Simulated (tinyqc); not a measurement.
Shallow acceptor in the spherical model (Baldereschi-Lipari), strong spin-orbit limit: one step, computed by the program tinyqc. Command: `OMP_NUM_THREADS=1 python tinyqc.py 3022463 3022464 out.jsonl acceptor walk`. One thread of a shared host (Intel(R) Xeon(R) Processor @ 2.30GHz), about 0.01 s of CPU time with the checks.

The 1S(3/2) state has an s envelope f(r) and a d envelope g(r). In effective units they obey -(f'' + 2f'/r + 2f/r) + mu (g'' + 5g'/r + 3g/r^2) = E f and -(g'' + 2g'/r - 6g/r^2 + 2g/r) + mu (f'' - f'/r) = E g. The cubic term, the split-off band and the central cell are left out.

Question. Matrices in a small basis. zeta_i = zeta_1 beta^(i-1), i = 1..n, in both channels. Basis: f_i = exp(-zeta_i r), g_i = r exp(-zeta_i r), weight r^2 dr, s = zeta_i + zeta_j. S_ff = 2/s^3, H_ff = zeta_i zeta_j S_ff - 2/s^2; S_gg = 24/s^5, H_gg = 8/s^3 + 24 zeta_i zeta_j/s^5 - 12/s^4; H(f_i, g_j) = mu (6 zeta_i^2/s^4 + 2 zeta_i/s^3); S_fg = 0. Each function is normalised by sqrt(S_ii).

Inputs (values chosen for the exercise, for a model semiconductor): functions per channel n = 3; smallest exponent zeta_1 = 1 1/a*; ratio beta of exponents = 2.6.

mu = 0.3134737

Give: H; S.

Answer.

H (Ry*):
```
         f1       f2       f3      g1      g2      g3
f1       -1  -0.7189  -0.3009  0.4525  0.6202  0.5105
f2  -0.7189     1.56    5.906   1.071   3.059   4.192
f3  -0.3009    5.906  32.1776   1.330   7.241   20.68
g1   0.4525    1.071    1.330   1.333   2.954   3.101
g2   0.6202    3.059    7.241   2.954   13.17   24.29
g3   0.5105    4.192    20.68   3.101   24.29   99.87
```

S:
```
       f1     f2     f3     g1     g2     g3
f1  1.000  0.719  0.301  0.000  0.000  0.000
f2  0.719  1.000  0.719  0.000  0.000  0.000
f3  0.301  0.719  1.000  0.000  0.000  0.000
g1  0.000  0.000  0.000  1.000  0.577  0.135
g2  0.000  0.000  0.000  0.577  1.000  0.577
g3  0.000  0.000  0.000  0.135  0.577  1.000
```
